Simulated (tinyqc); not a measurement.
Rigid-ion and shell models of the dielectric response of an ionic crystal: one step, computed by the program tinyqc. Command: `OMP_NUM_THREADS=1 python tinyqc.py 3022191 3022192 out.jsonl shell walk`. One thread of a shared host (Intel(R) Xeon(R) Processor @ 2.30GHz), about 0.01 s of CPU time with the checks.

Charges +Z and -Z; 4 nearest neighbours, Madelung constant M = 1.638055, volume per ion pair Omega = 3.079201 d^3. Energy per pair U = -M Z^2 e2/d + 4 A exp(-d/rho), e2 = e^2/(4 pi eps_0). In the shell model the anion is a core of charge Y - Z and a massless shell of charge -Y, joined by the spring k; the repulsion acts on the shell. Each ion feels the Lorentz field E + (4 pi/3) P (Gaussian units).

Problem. Shell model: electronic response. Eliminating the shell gives the anion polarisability alpha_- = Y^2 e2/(k + R), the Szigeti charge Z_S = Z - Y R/(k + R) and the softened spring R' = k R/(k + R). With b = 4 pi (alpha_+ + alpha_-)/(3 Omega): eps_inf = (1 + 2b)/(1 - b) (Clausius-Mossotti); Born charge Z* = Z_S (eps_inf + 2)/3.

Inputs (values chosen for the exercise, for a model crystal):

| quantity | value | unit |
|---|---|---|
| ionic charge Z | 1 | e |
| shell charge size Y | 2.74 | e |
| core-shell spring k | 78.3 | eV/angstrom^2 |
| cation polarisability alpha_+ | 0.075 | angstrom^3 |

Structure: zinc blende.

repulsive spring R = 7.255723 eV/angstrom^2

volume Omega = 31.03126 angstrom^3

Constants: e^2/(4 pi eps_0) = 14.39964548 eV angstrom.

Give: anion polarisability alpha_-; Szigeti charge Z_S; softened spring R'; b; eps_inf; Born charge Z*.

Solution.

anion polarisability alpha_- = 1.264 angstrom^3

Szigeti charge Z_S = 0.7676 e

softened spring R' = 6.640 eV/angstrom^2

b = 0.1807

eps_inf = 1.662

Born charge Z* = 0.9369 e

Overlap pushes the shell back and lowers the effective charge to 77 % of Z; the local field then raises the Born charge to 94 % of Z.
